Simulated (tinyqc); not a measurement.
What each parameter does: polytypes by hexagonality, and a cubic inclusion as a quantum well.

Gap: E3 + (E2 - E3) h. Valence top Ev2 h and polarisation P2 h, both counted from 3C; Ec = Ev + gap.

A cubic inclusion of width L = N d in the host (h = 1) is a well of depth V = Ec(host) - Ec(3C). Square well with mass mismatch: k tan(k L/2) = (m_w/m_b) q, k = sqrt(m_w E/c), q = sqrt(m_b (V - E)/c), c = hbar^2/2m0, lowest root. The depth of the level, V - E, is its binding, and the transition to the valence top of the host is gap(host) - (V - E). The step in polarisation gives a field |F| = |P|/(eps eps0) in a thin inclusion, eps0 = 8.8541878e-12 F/m.

Constants: hbar^2/2m0 = 3.80998211 eV angstrom^2.

Inputs chosen for the exercise (of the order of those of InAs; not measured data): E3 = 0.413 eV (gap of the cubic polytype); E2 = 0.463 eV (gap of 2H); Ev2 = 0.044 eV (valence top of 2H above that of 3C); P2 = 0.002 C/m^2 (spontaneous polarisation of 2H); m = (0.025, 0.026) m0 (electron mass along c in the cubic layer and in the host); d = 3.505 angstrom (thickness of a double layer); eps = 15.1 (dielectric constant); N = 6 (double layers in the cubic inclusion).

Well depth, depth of the level, transition without the field and field.

Results for these values:
```
case  V (eV)  depth (eV)  transition (eV)  |F| (MV/cm)
base  0.0940      0.0061           0.4569        0.150
```

What happens to each result for E3 = 0.393 eV, all else kept?

Answer: V rises from 0.0940 to 0.1140; depth rises from 0.0061 to 0.0088; transition falls from 0.4569 to 0.4542; |F| does not change at the printed digits.

The same for each parameter in turn:
```
case                  V (eV)  depth (eV)  transition (eV)  |F| (MV/cm)
base                  0.0940      0.0061           0.4569        0.150
N = 7                 0.0940      0.0080           0.4550        0.150
Ev2 = 0.074 eV        0.1240      0.0103           0.4527        0.150
E3 = 0.393 eV         0.1140      0.0088           0.4542        0.150
E2 = 0.493 eV         0.1240      0.0103           0.4827        0.150
P2 = 0.0026 C/m^2     0.0940      0.0061           0.4569        0.194
eps = 16.1            0.0940      0.0061           0.4569        0.140
m = (0.03, 0.026) m0  0.0940      0.0061           0.4569        0.150
```

(tinyqc, `OMP_NUM_THREADS=1 python tinyqc.py 1850697 1850698 out.jsonl`, Intel(R) Xeon(R) Processor @ 2.30GHz, 1 thread, shared host, about 0.08 s.)
